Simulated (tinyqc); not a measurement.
UKS/PBE0 in the sto-6g basis, for H4+, spin multiplicity 2, step by step. Computed by tinyqc, a small Python program that keeps every step (integrals from PySCF). Settings: charge = 1, multiplicity = 2, basis = sto-6g, energy threshold = 1e-08, iteration cap = 57, orthogonalisation = canonical, start = core, DIIS depth = 0, damping = 0.7, shift = 0.5, method = UKS, functional = pbe0, grid = [15, 50]. Command: `OMP_NUM_THREADS=1 python tinyqc.py 30935 30936 out.jsonl` (the two numbers bound the seeds that draw the settings). One thread of a shared host (Intel(R) Xeon(R) Processor @ 2.60GHz), about 2 s of CPU time with the checks. Later iterations appear only in the table of the cycle.

## One-electron integrals

Geometry (angstrom):
```
atom         x         y         z
H     0.000000  0.000000  0.000000
H     0.000000  0.000000  1.457000
H     0.000000  1.179000  0.000000
H     0.000000  1.179000  1.457000
```

Basis sto-6g: exponents (1/bohr^2) and contraction coefficients of normalised primitives:
```
element  l (shell)   exponent  coefficient
H            s (1)  35.523221     0.009164
H            s (1)   6.513144     0.049361
H            s (1)   1.822143     0.168538
H            s (1)   0.625955     0.370563
H            s (1)   0.243077     0.416492
H            s (1)   0.100112     0.130334
```

Overlap, kinetic and nuclear-attraction integrals over the contracted functions; the nuclear repulsion is the sum of Za Zb / Rab.

nuclear repulsion = 2.18873952 hartree

overlap S, order 1H 1s, 2H 1s, 3H 1s, 4H 1s:
$$\begin{pmatrix}
1.000000 & 0.273098 & 0.398092 & 0.146313 \\
0.273098 & 1.000000 & 0.146313 & 0.398092 \\
0.398092 & 0.146313 & 1.000000 & 0.273098 \\
0.146313 & 0.398092 & 0.273098 & 1.000000
\end{pmatrix}$$

kinetic energy T (hartree), order 1H 1s, 2H 1s, 3H 1s, 4H 1s:
$$\begin{pmatrix}
0.768522 & 0.013376 & 0.059099 & -0.009861 \\
0.013376 & 0.768522 & -0.009861 & 0.059099 \\
0.059099 & -0.009861 & 0.768522 & 0.013376 \\
-0.009861 & 0.059099 & 0.013376 & 0.768522
\end{pmatrix}$$

nuclear attraction V (hartree), order 1H 1s, 2H 1s, 3H 1s, 4H 1s:
$$\begin{pmatrix}
-2.325232 & -0.564441 & -0.853416 & -0.307426 \\
-0.564441 & -2.325232 & -0.307426 & -0.853416 \\
-0.853416 & -0.307426 & -2.325232 & -0.564441 \\
-0.307426 & -0.853416 & -0.564441 & -2.325232
\end{pmatrix}$$

core Hamiltonian H = T + V (hartree), order 1H 1s, 2H 1s, 3H 1s, 4H 1s:
$$\begin{pmatrix}
-1.556710 & -0.551065 & -0.794316 & -0.317287 \\
-0.551065 & -1.556710 & -0.317287 & -0.794316 \\
-0.794316 & -0.317287 & -1.556710 & -0.551065 \\
-0.317287 & -0.794316 & -0.551065 & -1.556710
\end{pmatrix}$$

## Two-electron integrals

Functions are numbered as in S; the eight-fold symmetry (ij|kl) = (ji|kl) = (kl|ij) leaves the list below.

Two-electron integrals (ij|kl) in chemists' order, unique and non-zero (hartree):
```
(11|11) 0.774999   (21|11) 0.148131   (21|21) 0.042715   (22|11) 0.354911
(22|21) 0.148131   (22|22) 0.774999   (31|11) 0.234796   (31|21) 0.049773
(31|22) 0.130095   (31|31) 0.097026   (32|11) 0.065558   (32|21) 0.019645
(32|22) 0.070415   (32|31) 0.028102   (32|32) 0.011167   (33|11) 0.423733
(33|21) 0.098962   (33|22) 0.280797   (33|31) 0.234796   (33|32) 0.070415
(33|33) 0.774999   (41|11) 0.070415   (41|21) 0.019645   (41|22) 0.065558
(41|31) 0.028102   (41|32) 0.010983   (41|33) 0.065558   (41|41) 0.011167
(42|11) 0.130095   (42|21) 0.049773   (42|22) 0.234796   (42|31) 0.053860
(42|32) 0.028102   (42|33) 0.130095   (42|41) 0.028102   (42|42) 0.097026
(43|11) 0.098962   (43|21) 0.028735   (43|22) 0.098962   (43|31) 0.049773
(43|32) 0.019645   (43|33) 0.148131   (43|41) 0.019645   (43|42) 0.049773
(43|43) 0.042715   (44|11) 0.280797   (44|21) 0.098962   (44|22) 0.423733
(44|31) 0.130095   (44|32) 0.065558   (44|33) 0.354911   (44|41) 0.070415
(44|42) 0.234796   (44|43) 0.148131   (44|44) 0.774999
```

## Orthogonalisation

S = U s U^T; canonical form X = U s^(-1/2), so that X^T S X = 1. Each column of U has its largest component positive (the first on a tie).

eigenvalues of S: [0.475123, 0.728694, 0.978681, 1.817503]

X, order 1H 1s, 2H 1s, 3H 1s, 4H 1s:
$$\begin{pmatrix}
0.725383 & 0.585730 & 0.505417 & 0.370879 \\
-0.725383 & 0.585730 & -0.505417 & 0.370879 \\
-0.725383 & -0.585730 & 0.505417 & 0.370879 \\
0.725383 & -0.585730 & -0.505417 & 0.370879
\end{pmatrix}$$

## Starting guess

The start is the orbitals of the core Hamiltonian; D(s) = C_occ C_occ^T for each spin.

D(alpha) at the start, order 1H 1s, 2H 1s, 3H 1s, 4H 1s:
$$\begin{pmatrix}
0.392997 & -0.117894 & 0.392997 & -0.117894 \\
-0.117894 & 0.392997 & -0.117894 & 0.392997 \\
0.392997 & -0.117894 & 0.392997 & -0.117894 \\
-0.117894 & 0.392997 & -0.117894 & 0.392997
\end{pmatrix}$$

D(beta) at the start, order 1H 1s, 2H 1s, 3H 1s, 4H 1s:
$$\begin{pmatrix}
0.137551 & 0.137551 & 0.137551 & 0.137551 \\
0.137551 & 0.137551 & 0.137551 & 0.137551 \\
0.137551 & 0.137551 & 0.137551 & 0.137551 \\
0.137551 & 0.137551 & 0.137551 & 0.137551
\end{pmatrix}$$

## Iteration 1: exchange-correlation on the grid

Becke grid with 15 radial and 50 angular points per atom, points of zero weight dropped. rho = sum D_ij phi_i phi_j; V_xc,ij = sum w v_xc phi_i phi_j plus the gradient terms; v_xc is d(rho eps)/d rho(s) for spin s at fixed gradient. Exact exchange is left to K.

The 8 grid points with the largest w rho, of 2964 (bohr, atomic units):
```
x                 y         z         w  rho(alpha)  rho(beta)     eps_xc  v_xc(alpha)
0.000000   1.401352  0.826635  0.136384    0.029399   0.020372  -0.252239    -0.329411
0.000000   0.826635  0.826635  0.136384    0.029399   0.020372  -0.252239    -0.329411
0.000000   0.826635  1.926696  0.136384    0.029399   0.020372  -0.252239    -0.329411
0.000000   1.401352  1.926696  0.136384    0.029399   0.020372  -0.252239    -0.329411
0.826635   1.401352  0.000000  0.133120    0.030401   0.014114  -0.247364    -0.326224
-0.826635  1.401352  0.000000  0.133120    0.030401   0.014114  -0.247364    -0.326224
0.826635   0.826635  0.000000  0.133120    0.030401   0.014114  -0.247364    -0.326224
-0.826635  0.826635  0.000000  0.133120    0.030401   0.014114  -0.247364    -0.326224
```

electrons on the grid, sum of w rho = 3.001290

E_xc = sum of w rho eps_xc = -0.72357507 hartree

V_xc(alpha) (hartree), order 1H 1s, 2H 1s, 3H 1s, 4H 1s:
$$\begin{pmatrix}
-0.328996 & -0.076022 & -0.123038 & -0.041964 \\
-0.076022 & -0.328996 & -0.041964 & -0.123038 \\
-0.123038 & -0.041964 & -0.328996 & -0.076022 \\
-0.041964 & -0.123038 & -0.076022 & -0.328996
\end{pmatrix}$$

V_xc(beta) (hartree), order 1H 1s, 2H 1s, 3H 1s, 4H 1s:
$$\begin{pmatrix}
-0.284387 & -0.069726 & -0.107422 & -0.038555 \\
-0.069726 & -0.284387 & -0.038555 & -0.107422 \\
-0.107422 & -0.038555 & -0.284387 & -0.069726 \\
-0.038555 & -0.107422 & -0.069726 & -0.284387
\end{pmatrix}$$

## Iteration 1: building the Kohn-Sham matrix

J_ij = sum D_kl (ij|kl) with D = D(alpha) + D(beta), K_ij = sum D_kl (ik|jl) for each spin; F = H + J - 0.25 K(s) + V_xc; E = tr D H + tr D J / 2 - 0.125 sum_s tr D(s) K(s) + E_xc + E_nn.

Coulomb J (hartree), order 1H 1s, 2H 1s, 3H 1s, 4H 1s:
$$\begin{pmatrix}
1.375503 & 0.372171 & 0.553412 & 0.206333 \\
0.372171 & 1.375503 & 0.206333 & 0.553412 \\
0.553412 & 0.206333 & 1.375503 & 0.372171 \\
0.206333 & 0.553412 & 0.372171 & 1.375503
\end{pmatrix}$$

exchange K(alpha) (hartree), order 1H 1s, 2H 1s, 3H 1s, 4H 1s:
$$\begin{pmatrix}
0.493975 & 0.139337 & 0.363101 & 0.114873 \\
0.139337 & 0.493975 & 0.114873 & 0.363101 \\
0.363101 & 0.114873 & 0.493975 & 0.139337 \\
0.114873 & 0.363101 & 0.139337 & 0.493975
\end{pmatrix}$$

exchange K(beta) (hartree), order 1H 1s, 2H 1s, 3H 1s, 4H 1s:
$$\begin{pmatrix}
0.278903 & 0.185017 & 0.213775 & 0.160735 \\
0.185017 & 0.278903 & 0.160735 & 0.213775 \\
0.213775 & 0.160735 & 0.278903 & 0.185017 \\
0.160735 & 0.213775 & 0.185017 & 0.278903
\end{pmatrix}$$

F(alpha) (hartree), order 1H 1s, 2H 1s, 3H 1s, 4H 1s:
$$\begin{pmatrix}
-0.633696 & -0.289750 & -0.454718 & -0.181636 \\
-0.289750 & -0.633696 & -0.181636 & -0.454718 \\
-0.454718 & -0.181636 & -0.633696 & -0.289750 \\
-0.181636 & -0.454718 & -0.289750 & -0.633696
\end{pmatrix}$$

F(beta) (hartree), order 1H 1s, 2H 1s, 3H 1s, 4H 1s:
$$\begin{pmatrix}
-0.535320 & -0.294874 & -0.401770 & -0.189693 \\
-0.294874 & -0.535320 & -0.189693 & -0.401770 \\
-0.401770 & -0.189693 & -0.535320 & -0.294874 \\
-0.189693 & -0.401770 & -0.294874 & -0.535320
\end{pmatrix}$$

total energy of this density = -1.73403060 hartree

This density is the starting one.

## Iteration 1: diagonalisation and new density

A level shift of 0.5 hartree raises the virtual space: F + shift (S - S D(s) S), with D(s) the density of one spin. Diagonalise F' = X^T F X, C = X C', fill 2 alpha and 1 beta electrons from the bottom; D(s) = C_occ C_occ^T; the new density keeps 0.7 of the old one (damping). Each column has its largest component positive (the first on a tie).

F' = X^T F X (alpha) (hartree):
$$\begin{pmatrix}
0.350850 & 0.000000 & 0.000000 & 0.000000 \\
0.000000 & 0.106018 & 0.000000 & 0.000000 \\
0.000000 & 0.000000 & -0.630469 & 0.000000 \\
0.000000 & 0.000000 & 0.000000 & -0.858211
\end{pmatrix}$$

orbital energies (alpha) (hartree): MO1 -0.858211, MO2 -0.630469, MO3 0.106018, MO4 0.350850

coefficients C (alpha), order 1H 1s, 2H 1s, 3H 1s, 4H 1s:
$$\begin{pmatrix}
0.370879 & 0.505417 & 0.585730 & 0.725383 \\
0.370879 & -0.505417 & 0.585730 & -0.725383 \\
0.370879 & 0.505417 & -0.585730 & -0.725383 \\
0.370879 & -0.505417 & -0.585730 & 0.725383
\end{pmatrix}$$

F' = X^T F X (beta) (hartree):
$$\begin{pmatrix}
0.440292 & 0.000000 & 0.000000 & 0.000000 \\
0.000000 & 0.172386 & 0.000000 & 0.000000 \\
0.000000 & 0.000000 & 0.037620 & 0.000000 \\
0.000000 & 0.000000 & 0.000000 & -0.782204
\end{pmatrix}$$

orbital energies (beta) (hartree): MO1 -0.782204, MO2 0.037620, MO3 0.172386, MO4 0.440292

coefficients C (beta), order 1H 1s, 2H 1s, 3H 1s, 4H 1s:
$$\begin{pmatrix}
0.370879 & 0.505417 & 0.585730 & 0.725383 \\
0.370879 & -0.505417 & 0.585730 & -0.725383 \\
0.370879 & 0.505417 & -0.585730 & -0.725383 \\
0.370879 & -0.505417 & -0.585730 & 0.725383
\end{pmatrix}$$

D(alpha) after iteration 1, order 1H 1s, 2H 1s, 3H 1s, 4H 1s:
$$\begin{pmatrix}
0.392997 & -0.117894 & 0.392997 & -0.117894 \\
-0.117894 & 0.392997 & -0.117894 & 0.392997 \\
0.392997 & -0.117894 & 0.392997 & -0.117894 \\
-0.117894 & 0.392997 & -0.117894 & 0.392997
\end{pmatrix}$$

D(beta) after iteration 1, order 1H 1s, 2H 1s, 3H 1s, 4H 1s:
$$\begin{pmatrix}
0.137551 & 0.137551 & 0.137551 & 0.137551 \\
0.137551 & 0.137551 & 0.137551 & 0.137551 \\
0.137551 & 0.137551 & 0.137551 & 0.137551 \\
0.137551 & 0.137551 & 0.137551 & 0.137551
\end{pmatrix}$$

## Iteration 2: exchange-correlation on the grid

As before.

The 8 grid points with the largest w rho, of 2964 (bohr, atomic units):
```
x                 y         z         w  rho(alpha)  rho(beta)     eps_xc  v_xc(alpha)
0.000000   1.401352  0.826635  0.136384    0.029399   0.020372  -0.252239    -0.329411
0.000000   0.826635  0.826635  0.136384    0.029399   0.020372  -0.252239    -0.329411
0.000000   0.826635  1.926696  0.136384    0.029399   0.020372  -0.252239    -0.329411
0.000000   1.401352  1.926696  0.136384    0.029399   0.020372  -0.252239    -0.329411
0.826635   1.401352  0.000000  0.133120    0.030401   0.014114  -0.247364    -0.326224
-0.826635  1.401352  0.000000  0.133120    0.030401   0.014114  -0.247364    -0.326224
0.826635   0.826635  0.000000  0.133120    0.030401   0.014114  -0.247364    -0.326224
-0.826635  0.826635  0.000000  0.133120    0.030401   0.014114  -0.247364    -0.326224
```

electrons on the grid, sum of w rho = 3.001290

E_xc = sum of w rho eps_xc = -0.72357507 hartree

V_xc(alpha) (hartree), order 1H 1s, 2H 1s, 3H 1s, 4H 1s:
$$\begin{pmatrix}
-0.328996 & -0.076022 & -0.123038 & -0.041964 \\
-0.076022 & -0.328996 & -0.041964 & -0.123038 \\
-0.123038 & -0.041964 & -0.328996 & -0.076022 \\
-0.041964 & -0.123038 & -0.076022 & -0.328996
\end{pmatrix}$$

V_xc(beta) (hartree), order 1H 1s, 2H 1s, 3H 1s, 4H 1s:
$$\begin{pmatrix}
-0.284387 & -0.069726 & -0.107422 & -0.038555 \\
-0.069726 & -0.284387 & -0.038555 & -0.107422 \\
-0.107422 & -0.038555 & -0.284387 & -0.069726 \\
-0.038555 & -0.107422 & -0.069726 & -0.284387
\end{pmatrix}$$

## Iteration 2: building the Kohn-Sham matrix

As before.

Coulomb J (hartree), order 1H 1s, 2H 1s, 3H 1s, 4H 1s:
$$\begin{pmatrix}
1.375503 & 0.372171 & 0.553412 & 0.206333 \\
0.372171 & 1.375503 & 0.206333 & 0.553412 \\
0.553412 & 0.206333 & 1.375503 & 0.372171 \\
0.206333 & 0.553412 & 0.372171 & 1.375503
\end{pmatrix}$$

exchange K(alpha) (hartree), order 1H 1s, 2H 1s, 3H 1s, 4H 1s:
$$\begin{pmatrix}
0.493975 & 0.139337 & 0.363101 & 0.114873 \\
0.139337 & 0.493975 & 0.114873 & 0.363101 \\
0.363101 & 0.114873 & 0.493975 & 0.139337 \\
0.114873 & 0.363101 & 0.139337 & 0.493975
\end{pmatrix}$$

exchange K(beta) (hartree), order 1H 1s, 2H 1s, 3H 1s, 4H 1s:
$$\begin{pmatrix}
0.278903 & 0.185017 & 0.213775 & 0.160735 \\
0.185017 & 0.278903 & 0.160735 & 0.213775 \\
0.213775 & 0.160735 & 0.278903 & 0.185017 \\
0.160735 & 0.213775 & 0.185017 & 0.278903
\end{pmatrix}$$

F(alpha) (hartree), order 1H 1s, 2H 1s, 3H 1s, 4H 1s:
$$\begin{pmatrix}
-0.633696 & -0.289750 & -0.454718 & -0.181636 \\
-0.289750 & -0.633696 & -0.181636 & -0.454718 \\
-0.454718 & -0.181636 & -0.633696 & -0.289750 \\
-0.181636 & -0.454718 & -0.289750 & -0.633696
\end{pmatrix}$$

F(beta) (hartree), order 1H 1s, 2H 1s, 3H 1s, 4H 1s:
$$\begin{pmatrix}
-0.535320 & -0.294874 & -0.401770 & -0.189693 \\
-0.294874 & -0.535320 & -0.189693 & -0.401770 \\
-0.401770 & -0.189693 & -0.535320 & -0.294874 \\
-0.189693 & -0.401770 & -0.294874 & -0.535320
\end{pmatrix}$$

total energy of this density = -1.73403060 hartree

This density is a damped mixture and is not idempotent.

## Iteration 2 (converged): orbitals

Diagonalise F' = X^T F X, C = X C', fill 2 alpha and 1 beta electrons from the bottom; D(s) = C_occ C_occ^T. Each column has its largest component positive (the first on a tie).

F' = X^T F X (alpha) (hartree):
$$\begin{pmatrix}
-0.149150 & 0.000000 & 0.000000 & 0.000000 \\
0.000000 & -0.393982 & 0.000000 & 0.000000 \\
0.000000 & 0.000000 & -0.630469 & 0.000000 \\
0.000000 & 0.000000 & 0.000000 & -0.858211
\end{pmatrix}$$

orbital energies (alpha) (hartree): MO1 -0.858211, MO2 -0.630469, MO3 -0.393982, MO4 -0.149150

coefficients C (alpha), order 1H 1s, 2H 1s, 3H 1s, 4H 1s:
$$\begin{pmatrix}
0.370879 & 0.505417 & 0.585730 & 0.725383 \\
0.370879 & -0.505417 & 0.585730 & -0.725383 \\
0.370879 & 0.505417 & -0.585730 & -0.725383 \\
0.370879 & -0.505417 & -0.585730 & 0.725383
\end{pmatrix}$$

F' = X^T F X (beta) (hartree):
$$\begin{pmatrix}
-0.059708 & 0.000000 & 0.000000 & 0.000000 \\
0.000000 & -0.327614 & 0.000000 & 0.000000 \\
0.000000 & 0.000000 & -0.462380 & 0.000000 \\
0.000000 & 0.000000 & 0.000000 & -0.782204
\end{pmatrix}$$

orbital energies (beta) (hartree): MO1 -0.782204, MO2 -0.462380, MO3 -0.327614, MO4 -0.059708

coefficients C (beta), order 1H 1s, 2H 1s, 3H 1s, 4H 1s:
$$\begin{pmatrix}
0.370879 & 0.505417 & 0.585730 & 0.725383 \\
0.370879 & -0.505417 & 0.585730 & -0.725383 \\
0.370879 & 0.505417 & -0.585730 & -0.725383 \\
0.370879 & -0.505417 & -0.585730 & 0.725383
\end{pmatrix}$$

D(alpha) after iteration 2, order 1H 1s, 2H 1s, 3H 1s, 4H 1s:
$$\begin{pmatrix}
0.392997 & -0.117894 & 0.392997 & -0.117894 \\
-0.117894 & 0.392997 & -0.117894 & 0.392997 \\
0.392997 & -0.117894 & 0.392997 & -0.117894 \\
-0.117894 & 0.392997 & -0.117894 & 0.392997
\end{pmatrix}$$

D(beta) after iteration 2, order 1H 1s, 2H 1s, 3H 1s, 4H 1s:
$$\begin{pmatrix}
0.137551 & 0.137551 & 0.137551 & 0.137551 \\
0.137551 & 0.137551 & 0.137551 & 0.137551 \\
0.137551 & 0.137551 & 0.137551 & 0.137551 \\
0.137551 & 0.137551 & 0.137551 & 0.137551
\end{pmatrix}$$

## Convergence

Stop when the energy changes by less than 1e-08 hartree and every element of the error matrix X^T (F D S - S D F) X (for each spin) is below 3e-05.

Course of the cycle:
```
iteration  E (hartree)     change  largest element of the error matrix
1          -1.73403060          -                             1.43e-15
2          -1.73403060  -1.78e-15                             1.30e-15
```

PySCF UKS in the same basis, fine grid, after a stability check = -1.73388673 hartree

Converged in 2 iterations. The coarse grid moves the energy by -1.44e-04 hartree.

## Populations, bond orders and dipole

Mulliken: Z minus the diagonal of D S on the atom; Loewdin: the same with S^(1/2) D S^(1/2); Mayer order: 2 sum_s sum (D(s) S)_ij (D(s) S)_ji over the two atoms.

Charges (e):
```
atom  Mulliken   Loewdin  Mulliken spin
1H    0.250000  0.250000       0.250000
2H    0.250000  0.250000       0.250000
3H    0.250000  0.250000       0.250000
4H    0.250000  0.250000       0.250000
```

Mayer bond orders:
```
pair     order
2-1   0.125000
3-1   0.625000
3-2   0.125000
4-1   0.125000
4-2   0.625000
4-3   0.125000
```

dipole moment about the origin, x y z (debye): [0.000000, 2.831489, 3.499135]

<S^2> of the determinant (pure state: 0.75) = 0.750000
